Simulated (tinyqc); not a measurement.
Cahn-Hilliard equation on a periodic one-dimensional grid: one step, computed by the program tinyqc.

Free energy F = h sum_j [A (c_j^2 - 1)^2/4 + (kappa/2) ((c_(j+1) - c_j)/h)^2]; dc/dt = Lap(mu), mu = A (c^3 - c) - kappa Lap(c), Lap(y)_j = (y_(j+1) - 2 y_j + y_(j-1))/h^2, mobility 1; the grid has n = 16 points.

Problem. The first step. Start: c_j = c0 + amplitude x (z_j - mean of z). c(new) = c + dt Lap(mu).

Inputs (values chosen for the exercise, in reduced units):
```
quantity                    value  unit
spacing h                    0.91     -
well depth A                  1.2     -
gradient coefficient kappa   0.46     -
mean composition c0         -0.37     -
noise amplitude               0.1     -
time step dt                0.057     -
```

Scheme: explicit Euler.

random numbers: 0.470  -0.554  0.839  0.542  0.093  -0.868  0.371  -0.964  -0.327  0.752  0.584  0.942  0.298  0.693  -0.405  0.183

Give: c at the start; mu at the start; c after one step; F at the start; F after one step.

Solution.

c at the start: -0.3396  -0.4420  -0.3027  -0.3324  -0.3773  -0.4734  -0.3495  -0.4830  -0.4193  -0.3114  -0.3282  -0.2924  -0.3568  -0.3173  -0.4271  -0.3683

mu at the start: 0.4333  0.2925  0.4238  0.3632  0.4167  0.3185  0.5111  0.3348  0.3901  0.4067  0.3222  0.3765  0.3159  0.4253  0.3253  0.3987

c after one step: -0.3516  -0.4232  -0.3159  -0.3245  -0.3877  -0.4533  -0.3748  -0.4670  -0.4219  -0.3183  -0.3186  -0.3003  -0.3451  -0.3317  -0.4151  -0.3709

F at the start = 3.266

F after one step = 3.257
